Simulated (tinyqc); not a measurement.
# Fixed charge and work-function difference from two thicknesses

Question. With a fixed charge q Nf at the interface, Vfb = phi_ms - q Nf tox/(eps0 eox). Find Nf and phi_ms.

Inputs (values chosen for the exercise):
```
symbol  value  unit                                                                 meaning
eox      9.15        relative permittivity of the gate insulator (close to aluminium oxide)
```

Constants: q = 1.602176634e-19 C, eps0 = 8.8541878128e-14 F/cm where lengths are in cm. Results are converted to the units shown.

Vfb at tox = 4.2 and 11 nm (V): [-0.38790149, -0.39381850]

Solution. Vfb is a straight line in tox: the slope gives Nf and the intercept at zero thickness phi_ms.

Nf = 4.400e10 cm^-2
phi_ms = -0.3842 V

Numbers from tinyqc (`OMP_NUM_THREADS=1 python tinyqc.py 2060063 2060064 out.jsonl`; about 0.01 s on one thread of a shared Intel Xeon 2.30GHz).
